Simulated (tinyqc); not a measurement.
Angle of incidence: thin-film optics by transfer matrices.

Indices N = n + i k. Snell: N0 sin(theta) = N_j sin(theta_j), with Im(N_j cos theta_j) >= 0. Admittance y_j = N_j cos theta_j for s and N_j/cos theta_j for p. Phase delta_j = 2 pi N_j cos theta_j d_j/lambda. Layer matrix [[cos delta, -i sin delta/y], [-i y sin delta, cos delta]], multiplied from the top down to M. (B, C) = M (1, y_sub); r = (y0 B - C)/(y0 B + C), R = |r|^2, T = 4 Re y0 Re y_sub/|y0 B + C|^2, absorbed in the films 1 - R - T.

Ellipsometry: rho = tan(Psi) exp(i Delta) = -conj(r_p/r_s) with the r of the admittance formula, Delta in 0 to 360 degrees, so that a bare dielectric at small angles gives Delta = 180.

Values chosen for the exercise (indices near those of polySi, SiO2 on Si; shifted at random, so the results belong to these values and not to a real crystal): lam = 365 nm (vacuum wavelength); n0 = 1 (ambient index); n = (4.983, 1.46, 6.616) (n of polySi, SiO2, substrate); k = (2.618, 0, 2.798) (k in the same order); d = (18.7, 2.8) nm (thicknesses, top first).

Both polarisations.

Stack:
```
theta (degrees)     R_s     R_p    Psi   Delta
0                0.5226  0.5226  45.00  180.00
15               0.5343  0.5106  44.35  179.34
30               0.5700  0.4720  42.30  177.24
45               0.6319  0.3978  38.43  173.09
60               0.7227  0.2704  31.45  164.55
65               0.7600  0.2125  27.87  159.16
70               0.8008  0.1482  23.27  150.24
75               0.8453  0.0853  17.63  132.03
80               0.8933  0.0547  13.89   86.24
85               0.9450  0.1757  23.32   29.80
```

Give the missing row, theta (degrees) = 55.

Computed row:
```
theta (degrees)     R_s     R_p    Psi   Delta
55               0.6890  0.3202  34.28  168.24
```

R_s and R_p agree at normal incidence (0.5226). R_p is lowest at 80 degrees of those listed (0.0547), where R_s = 0.8933; the top film absorbs, so there is only a pseudo-Brewster minimum. R_s rises steadily with the angle.

Program tinyqc; command `OMP_NUM_THREADS=1 python tinyqc.py 1652309 1652310 out.jsonl`; about 0.01 s on one thread of a shared Intel(R) Xeon(R) Processor @ 2.30GHz.
